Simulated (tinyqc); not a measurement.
# Changing the Fermi level E_F

Model: formation energy of a charged point defect from supercell energies. Computed by tinyqc, a small Python program. Command: `OMP_NUM_THREADS=1 python tinyqc.py 3003741 3003742 out.jsonl formation sweep`. One thread of a shared host (Intel(R) Xeon(R) Processor @ 2.30GHz), about 0.01 s of CPU time with the checks.

The host is a compound AB. Making the defect adds n_A = 1, n_B = 0 atoms to the cell. All total energies are inputs. E_F is counted from the valence-band maximum (VBM); x = 0 is A-rich and x = 1 B-rich growth.

Inputs (values chosen for the exercise, with gap and screening modelled on GaN):

| quantity | value | unit |
|---|---|---|
| gap E_g | 3.47 | eV |
| E_VBM of the host cell | 6.378 | eV |
| potential alignment dV | 0.12 | eV |
| dielectric constant eps | 9.79 | - |
| cell length L | 9.2 | angstrom |
| mu_A of the pure element | -3.034 | eV |
| formation enthalpy dH of AB | -1.02 | eV |
| growth condition x | 0.49 | - |
| temperature T | 1200 | K |
| site density N_s | 4.2e+22 | cm^-3 |

Defect: A interstitial. Supercell lattice: sc.

charge states q: 0  -1  -2

E(defect, q) - E(host), in the order of q (eV): -0.177  8.162  15.009

Constants: e^2/(4 pi eps_0) = 14.39964548 eV angstrom; k_B = 8.617333262e-05 eV/K.

Method:
- dmu_A = x dH and dmu_B = (1 - x) dH, so that dmu_A + dmu_B = dH; mu = mu(element) + dmu.
- The reservoir term is sum n_i mu_i.
- Image-charge correction of a point charge in a neutralising background: E_corr = q^2 alpha e^2/(4 pi eps_0) / (2 eps L), alpha = 2.837297 for a sc array with L the cube root of the volume.
- E_f(q, E_F) = [E(defect, q) - E(host)] - sum n_i mu_i + q (E_VBM + dV + E_F) + E_corr(q).
- E_f(q, E_F) = E_f(q, 0) + q E_F.
- c_q = N_s exp(-E_f(q, E_F)/k_B T), with all degeneracy factors one and no vibrational entropy.

One run for each value:

| Fermi level E_F (eV) | lowest formation energy (eV) | total concentration (cm^-3) | mean charge (e) |
|---|---|---|---|
| 0.139 | 3.3568 | 3.3520e+08 | -7.9346e-09 |
| 0.848 | 3.3568 | 3.3521e+08 | -1.0141e-05 |
| 1.200 | 3.3568 | 3.3568e+08 | -2.5824e-03 |
| 1.560 | 3.3340 | 7.5546e+08 | -1.1093e+00 |
| 1.910 | 2.6340 | 3.6417e+11 | -1.9980e+00 |
| 2.270 | 1.9140 | 3.8432e+14 | -2.0000e+00 |
| 2.620 | 1.2140 | 3.3463e+17 | -2.0000e+00 |
| 2.980 | 0.4940 | 3.5353e+20 | -2.0000e+00 |

Give the missing row, Fermi level E_F (eV) = 0.494.

Computed row:
```
Fermi level E_F (eV)  lowest formation energy (eV)  total concentration (cm^-3)  mean charge (e)
0.494                                       3.3568                   3.3520e+08      -2.4841e-07
```

Interpolating between the two neighbouring rows (the first column on a logarithmic scale, the others too where they are positive) misses most in mean charge (e), by a factor of 29. Over the rows, lowest formation energy (eV) falls from 3.36 to 0.494, flat over part of the range; total concentration (cm^-3) rises from 3.35e8 to 3.54e20; mean charge (e) falls from -7.93e-9 to -2.00. The mean charge steps down as E_F passes each level, and d ln c/d E_F = -(mean charge)/k_B T. Left out: 3.33 (the formation energy is so low that the dilute limit fails).

Caution (all rows): the largest image-charge correction in these energies, q^2 alpha e^2/(8 pi eps_0 eps L) with alpha = 2.837297, exceeds a quarter of the gap; the point-charge term alone is then a rough estimate, usually too large for a charge that is spread out.

Extremes, crossings and ranges named in words are read from the listed rows.
